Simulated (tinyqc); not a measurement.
Plane-wave Kohn-Sham cycle with exchange-only LDA in a layered model solid, step by step. Computed by tinyqc, a small Python program that keeps every step. Settings: points = 16, plane-wave index or count = 3, electrons = 2, k points = 1, area = 33.0, mixing = 0.3, iteration cap = 54, Pulay depth = 5. Command: `OMP_NUM_THREADS=1 python tinyqc.py 22836 22837 out.jsonl` (the two numbers bound the seeds that draw the settings). One thread of a shared host (Intel(R) Xeon(R) Processor @ 2.60GHz), about 0.01 s of CPU time with the checks. Later iterations appear only in the table of the cycle.

## Iteration 1: potential

A solid whose potential varies along x alone (atomic units):

| parameter | value |
|---|---|
| period a | 14.600000 |
| cross-section of the cell | 33.000000 |
| electrons per cell | 2 |
| grid points | 16 |
| plane waves -n..n, n | 3 |
| k points | 1 |
| V1 in V1 cos(2 pi x/a) | -0.660000 |
| V2 in V2 cos(4 pi x/a) | 0.070000 |

density at the start, on the grid x_j = j a/N (e/bohr^3): 0.004151  0.004151  0.004151  0.004151  0.004151  0.004151  0.004151  0.004151  0.004151  0.004151  0.004151  0.004151  0.004151  0.004151  0.004151  0.004151

V_H(G) = 4 pi rho(G)/G^2 for G != 0 (uniform background); v_x = -(3 rho/pi)^(1/3); V = V_ext + V_H + v_x; Fourier components f(G_m) = (1/N) sum_j f(x_j) exp(-i G_m x_j).

Potentials on the grid (hartree):

| x | V_ext | V_H | v_x | V |
|---|---|---|---|---|
| 0.0000 | -0.5900 | 0.0000 | -0.1583 | -0.7483 |
| 0.9125 | -0.5603 | 0.0000 | -0.1583 | -0.7185 |
| 1.8250 | -0.4667 | 0.0000 | -0.1583 | -0.6250 |
| 2.7375 | -0.3021 | 0.0000 | -0.1583 | -0.4603 |
| 3.6500 | -0.0700 | 0.0000 | -0.1583 | -0.2283 |
| 4.5625 | 0.2031 | 0.0000 | -0.1583 | 0.0448 |
| 5.4750 | 0.4667 | 0.0000 | -0.1583 | 0.3084 |
| 6.3875 | 0.6593 | 0.0000 | -0.1583 | 0.5010 |
| 7.3000 | 0.7300 | 0.0000 | -0.1583 | 0.5717 |
| 8.2125 | 0.6593 | 0.0000 | -0.1583 | 0.5010 |
| 9.1250 | 0.4667 | 0.0000 | -0.1583 | 0.3084 |
| 10.0375 | 0.2031 | 0.0000 | -0.1583 | 0.0448 |
| 10.9500 | -0.0700 | 0.0000 | -0.1583 | -0.2283 |
| 11.8625 | -0.3021 | 0.0000 | -0.1583 | -0.4603 |
| 12.7750 | -0.4667 | 0.0000 | -0.1583 | -0.6250 |
| 13.6875 | -0.5603 | 0.0000 | -0.1583 | -0.7185 |

V(G_m), m = 0, 1, 2, ... (hartree): -0.1583  -0.3300  0.0350  0.0000  0.0000  0.0000  0.0000

## Iteration 1: Hamiltonian at one k

k = 0.0000 2 pi / a

H(m,m') = (k + G_m)^2/2 delta + V(G_m - G_m'), with V(-G) = V(G).

H (hartree):
```
         -3       -2       -1       +0       +1       +2       +3
-3   0.6752  -0.3300   0.0350   0.0000   0.0000   0.0000   0.0000
-2  -0.3300   0.2121  -0.3300   0.0350   0.0000   0.0000   0.0000
-1   0.0350  -0.3300  -0.0657  -0.3300   0.0350   0.0000   0.0000
+0   0.0000   0.0350  -0.3300  -0.1583  -0.3300   0.0350   0.0000
+1   0.0000   0.0000   0.0350  -0.3300  -0.0657  -0.3300   0.0350
+2   0.0000   0.0000   0.0000   0.0350  -0.3300   0.2121  -0.3300
+3   0.0000   0.0000   0.0000   0.0000   0.0350  -0.3300   0.6752
```

## Iteration 1: levels at that k

Diagonalise the Hermitian matrix.

eigenvalues (hartree): -0.6115  -0.3336  -0.0515  0.2360  0.4547  0.8843  0.9066

## Iteration 1: new density

Motion across x is left out: the lowest 1 band(s) hold two electrons at each of the k points (j + 1/2)/nk - 1/2. Residual R = rho(out) - rho(in); rho(new) = rho(in) + 0.3 R. rho(out) = 2/(a A nk) sum |psi|^2 with psi = sum c exp(i G x). Harris energy E = band energy - dV sum rho (V_H/2 + v_x) + (3/4) dV sum rho v_x with rho(in), dV = a A/N, band energy = (2/nk) sum of the filled levels.

rho(out) (e/bohr^3): 0.017858  0.014286  0.007238  0.002263  0.000431  0.000055  0.000006  0.000000  0.000000  0.000000  0.000006  0.000055  0.000431  0.002263  0.007238  0.014286

density after iteration 1 (e/bohr^3): 0.008263  0.007192  0.005077  0.003585  0.003035  0.002922  0.002908  0.002906  0.002906  0.002906  0.002908  0.002922  0.003035  0.003585  0.005077  0.007192

energy per cell = -1.143933 hartree

## Iteration 2: potential

As before.

Potentials on the grid (hartree):

| x | V_ext | V_H | v_x | V |
|---|---|---|---|---|
| 0.0000 | -0.5900 | 0.1694 | -0.1991 | -0.6197 |
| 0.9125 | -0.5603 | 0.1488 | -0.1901 | -0.6015 |
| 1.8250 | -0.4667 | 0.0974 | -0.1693 | -0.5385 |
| 2.7375 | -0.3021 | 0.0357 | -0.1507 | -0.4170 |
| 3.6500 | -0.0700 | -0.0209 | -0.1426 | -0.2335 |
| 4.5625 | 0.2031 | -0.0662 | -0.1408 | -0.0040 |
| 5.4750 | 0.4667 | -0.0988 | -0.1406 | 0.2274 |
| 6.3875 | 0.6593 | -0.1183 | -0.1405 | 0.4004 |
| 7.3000 | 0.7300 | -0.1248 | -0.1405 | 0.4646 |
| 8.2125 | 0.6593 | -0.1183 | -0.1405 | 0.4004 |
| 9.1250 | 0.4667 | -0.0988 | -0.1406 | 0.2274 |
| 10.0375 | 0.2031 | -0.0662 | -0.1408 | -0.0040 |
| 10.9500 | -0.0700 | -0.0209 | -0.1426 | -0.2335 |
| 11.8625 | -0.3021 | 0.0357 | -0.1507 | -0.4170 |
| 12.7750 | -0.4667 | 0.0974 | -0.1693 | -0.5385 |
| 13.6875 | -0.5603 | 0.1488 | -0.1901 | -0.6015 |

V(G_m), m = 0, 1, 2, ... (hartree): -0.1555  -0.2709  0.0389  -0.0003  0.0000  0.0001  0.0001

## Iteration 2: Hamiltonian at one k

k = 0.0000 2 pi / a

As before.

H (hartree):
```
         -3       -2       -1       +0       +1       +2       +3
-3   0.6779  -0.2709   0.0389  -0.0003   0.0000   0.0001   0.0001
-2  -0.2709   0.2149  -0.2709   0.0389  -0.0003   0.0000   0.0001
-1   0.0389  -0.2709  -0.0629  -0.2709   0.0389  -0.0003   0.0000
+0  -0.0003   0.0389  -0.2709  -0.1555  -0.2709   0.0389  -0.0003
+1   0.0000  -0.0003   0.0389  -0.2709  -0.0629  -0.2709   0.0389
+2   0.0001   0.0000  -0.0003   0.0389  -0.2709   0.2149  -0.2709
+3   0.0001   0.0001   0.0000  -0.0003   0.0389  -0.2709   0.6779
```

## Iteration 2: levels at that k

As before.

eigenvalues (hartree): -0.5065  -0.2691  -0.0229  0.2314  0.4001  0.8285  0.8426

## Iteration 2: new density

B (overlaps of the stored error matrices):
```
               1              2
1  5.6680720e-04  3.6363579e-04
2  3.6363579e-04  2.3500932e-04
```

Motion across x is left out: the lowest 1 band(s) hold two electrons at each of the k points (j + 1/2)/nk - 1/2. Residual R = rho(out) - rho(in); rho(new) = rho(in) + 0.3 R; Pulay mixing then takes sum c_i of the stored mixed densities, with c from B_ij = sum R_i R_j as in DIIS. rho(out) = 2/(a A nk) sum |psi|^2 with psi = sum c exp(i G x). Harris energy E = band energy - dV sum rho (V_H/2 + v_x) + (3/4) dV sum rho v_x with rho(in), dV = a A/N, band energy = (2/nk) sum of the filled levels.

rho(out) (e/bohr^3): 0.016541  0.013652  0.007630  0.002840  0.000691  0.000111  0.000013  0.000001  0.000000  0.000001  0.000013  0.000111  0.000691  0.002840  0.007630  0.013652

DIIS coefficients: -1.7255  2.7255

density after iteration 2 (e/bohr^3): 0.015032  0.012474  0.007164  0.002976  0.001119  0.000623  0.000541  0.000531  0.000530  0.000531  0.000541  0.000623  0.001119  0.002976  0.007164  0.012474

energy per cell = -0.970682 hartree

## Convergence

Stop when sqrt(dV sum R^2) is below 1e-8, dV = a A/N.

Course of the cycle:

| iteration | E (hartree) | norm of the residual |
|---|---|---|
| 1 | -1.143933 | 1.31e-01 |
| 2 | -0.970682 | 8.41e-02 |
| 3 | -0.841780 | 2.44e-02 |
| 4 | -0.842137 | 1.60e-02 |
| 5 | -0.842302 | 2.33e-03 |
| 6 | -0.842293 | 9.18e-04 |
| 7 | -0.842292 | 8.41e-04 |
| 8 | -0.842289 | 3.70e-05 |
| 9 | -0.842289 | 1.28e-06 |
| 10 | -0.842289 | 1.78e-08 |
| 11 | -0.842289 | 2.22e-09 |

Converged in 11 iterations. Before convergence this energy mixes input and output and is not variational, so it may rise towards its limit.
